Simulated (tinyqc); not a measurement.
Coherent transport through a tight-binding region between two chains, step by step. Computed by tinyqc, a small Python program that keeps every step. Settings: temperature = 300, mu = 0.41. Command: `OMP_NUM_THREADS=1 python tinyqc.py 26047 26048 out.jsonl` (the two numbers bound the seeds that draw the settings). One thread of a shared host (Intel(R) Xeon(R) Processor @ 2.60GHz), about 0.08 s of CPU time with the checks.

## Transmission at E = -0.62 eV

H of the central region (eV), lower triangle:
```
,1,2,3,4
1,-0.860000
2,-1.580000,0.260000
3,0.000000,-0.470000,0.390000
4,0.000000,0.000000,-1.290000,0.000000
```

Leads: semi-infinite chains with site energy 0:
```
parameter,value
lead hopping t (eV),2.510000
coupling to the left lead (eV),0.760000
coupling to the right lead (eV),0.740000
left contact site,1
right contact site,4
```

E = -0.620000 eV

Surface Green function g = (E - i sqrt(4 t^2 - E^2)) / (2 t^2); self-energy tc^2 g on each contact site; G = (E - H - Sigma)^(-1); Gamma = -2 Im Sigma; T = Gamma_L Gamma_R |G_LR|^2; local density of states -Im G_ii / pi.

g = -0.049206-0.395356i 1/eV

G (1/eV), lower triangle:
```
,1,2,3,4
1,0.352380-0.050605i
2,0.565733-0.042332i,-0.102229-0.074574i
3,-0.125353+0.090859i,0.034428+0.002682i,0.485859-0.300419i
4,-0.304264+0.086561i,0.064201+0.029270i,1.143052-0.236189i,0.871557-0.195587i
```

local density of states (1/eV): 0.016108  0.023738  0.095626  0.062257

transmission = 0.019789

## Transmission across the band

The same steps on a grid of energies.

T(E):
```
E (eV),T
-4.76900000,1.49e-07
-4.29210000,1.10e-06
-3.81520000,0.000005
-3.33830000,0.000030
-2.86140000,0.000225
-2.38450000,0.004425
-1.90760000,0.046265
-1.43070000,0.059054
-0.95380000,0.102513
-0.47690000,0.013765
0.00000000,0.008935
0.47690000,0.015117
0.95380000,0.126051
1.43070000,0.283246
1.90760000,0.106391
2.38450000,0.001269
2.86140000,0.000115
3.33830000,0.000018
3.81520000,3.81e-06
4.29210000,8.14e-07
4.76900000,1.15e-07
```

levels of the isolated region (eV): -2.023813  -1.099354  1.161260  1.751907

## Current

I = (2e/h) int T(E) [f(E - mu - V/2) - f(E - mu + V/2)] dE at 300 K with mu = 0.41 eV, the bias not changing H; 2e^2/h = 77.48092 microsiemens; the integral runs over the band on 4001 points.

Current:
```
V (volt),I (microampere)
0.010000,0.010301
0.050000,0.051554
0.100000,0.103404
0.200000,0.209214
0.400000,0.439065
0.800000,1.104491
```
